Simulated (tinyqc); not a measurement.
# AlGaN/GaN HEMT with access regions, lumped model: effects of single changes

A polarisation-induced electron sheet under a Schottky gate, in series with two ungated access regions and contacts. Drift law v = mu E/(1 + mu E/vs) under the gate. Currents in mA/mm, resistances in ohm mm. No self-heating, no channel-length modulation; fits for polarisation, barrier and offset are chosen for the exercise.

Values chosen for this exercise; values close to those of AlGaN/GaN structures:
```
symbol  value        unit                                               meaning
x        0.25                                    aluminium share of the barrier
d          20          nm                                     barrier thickness
eps_r     9.2                      relative permittivity of barrier and channel
mu       1500  cm^2/(V s)                                      channel mobility
vs      1.3e7        cm/s                                   saturation velocity
Lg        0.5          um                                           gate length
Ls          2          um                                  source access length
Ld        1.5          um                                   drain access length
Rc        0.5      ohm mm                            resistance of each contact
ft        0.2              share of the drain-access electrons removed by traps
Vg          0           V                                          gate voltage
Ec        2.9       MV/cm                                        critical field
te       0.24          um          depth over which the depleted charge spreads
tf        100          nm                       insulator under the field plate
ei        3.9                           relative permittivity of that insulator
```

Constants: q = 1.602176634e-19 C, eps0 = 8.8541878128e-14 F/cm where lengths are in cm. Results are converted to the units shown.

Each table varies one quantity; the others keep the values above.

## Effect of the source access length

sigma = (5e13 x + 1.6e13 x^2) cm^-2, phiB = 0.84 + 1.3 x, dEc = 0.7 (1.71 x + x^2) in volts, Cb = eps0 eps_r/d, VT = phiB - dEc - q sigma/Cb, access density n0 = -Cb VT/q. Access resistance R(L, n) = L/(q mu n sqrt(1 - (I/(q n vs))^2)); Rs = Rc + R(Ls, n0), Rd = Rc + R(Ld, (1 - ft) n0). Vg' = Vg - I Rs, Vd' = Vd - I (Rs + Rd); with u = Vg' - VT, Vc = vs Lg/mu and w the smaller of Vd' and Vc [sqrt(1 + 2 u/Vc) - 1] (0 if negative), the channel gives (mu Cb/Lg)(u w - w^2/2)/(1 + w/Vc). I equals that channel current. Isat is I at Vd = 10 V, gm = dIsat/dVg, Ron the limit of Vd/I at small Vd.

The same in every row: VT (V) = -4.489; n0 (cm^-2) = 1.141e13.

Result of one run:
```
Ls (um)  Ron (ohm mm)  Isat (mA/mm)  gm (mS/mm)
0.6             2.085          1175       301.9
```

What becomes of these results when the source access length Ls is changed from 0.6 to 0.1 um, all else the same?

Result of the changed run:
```
Ls (um)  Ron (ohm mm)  Isat (mA/mm)  gm (mS/mm)
0.1             1.903          1256       331.2
```

The whole series:
```
Ls (um)  Ron (ohm mm)  Isat (mA/mm)  gm (mS/mm)
0.1             1.903          1256       331.2
0.3             1.975          1222       318.4
0.6             2.085          1175       301.9
1               2.231          1119       283.7
1.5             2.413          1058       265.1
2.5             2.778         956.5       236.3
4               3.325         839.9       205.4
```

As Ls goes from 0.1 to 4 um, Ron rises from 1.90 to 3.32 ohm mm, Isat falls from 1260 to 840 mA/mm and gm falls from 331 to 205 mS/mm. The ceiling Cb vs is 529 mS/mm. In every row the power passes 5 W/mm, where self-heating, left out here, lowers the current.

## Effect of the gate voltage

Same model as above.

The same in every row: VT (V) = -4.489; n0 (cm^-2) = 1.141e13.

Effect of the gate voltage:
```
Vg (V)  Ron (ohm mm)  Isat (mA/mm)  gm (mS/mm)
-4.1           4.520         41.26       159.6
-3.3           3.102         198.3       219.2
-2.5           2.825         382.7       239.2
-1.7           2.707         578.2       248.2
-0.9           2.641         778.3       251.4
-0.1           2.600         979.1       250.1
0.7            2.571          1177       244.5
1.5            2.550          1369       234.2
```

What does the table show?

As Vg goes from -4.1 to 1.5 V, Ron falls from 4.52 to 2.55 ohm mm, Isat rises from 41.3 to 1370 mA/mm and gm goes from 160 through a maximum of 251 (at Vg = -0.9 V among the rows listed) to 234 mS/mm. The ceiling Cb vs is 529 mS/mm. For Vg = -1.7 to 1.5 V the power passes 5 W/mm, where self-heating, left out here, lowers the current. At Vg = 1.5 V Vg comes within 0.2 V of phiB or passes it, so at low drain current, as for Ron, the Schottky gate would conduct.

## Field plate: effect of the aluminium share of the barrier

Off state: a depleted stretch that holds the voltage V has the peak field sqrt(k V), k = 2 q n0/(eps0 eps_r te), so one edge holds V1 = Ec^2/k. The sheet under the plate pinches off at Vf = q n0 (1/Cb + tf/(eps0 ei)); beyond it the gate edge is screened. BV = V1 if Vf >= V1, else Vf + V1, and at most Ec Ld.

The same in every row: Ec Ld (V) = 435.00.

Field plate: effect of the aluminium share of the barrier:
```
x     Vf (V)  V1 (V)  BV (V)
0.14  26.054  99.123  125.18
0.18  37.213  69.399  106.61
0.22  48.658  53.075  101.73
0.26  60.390  42.764  42.764
0.3   72.408  35.666  35.666
0.34  84.712  30.486  30.486
0.38  97.303  26.541  26.541
```

BV falls from 125 to 26.5 V. The plate helps (Vf < V1) in 3 of the 7 rows, and the access length caps BV in 0. More sheet charge lowers Ron but steepens the field, so V1 falls.

Numbers from tinyqc (`OMP_NUM_THREADS=1 python tinyqc.py 2570037 2570038 out.jsonl`; about 0.01 s on one thread of a shared Intel Xeon 2.30GHz).
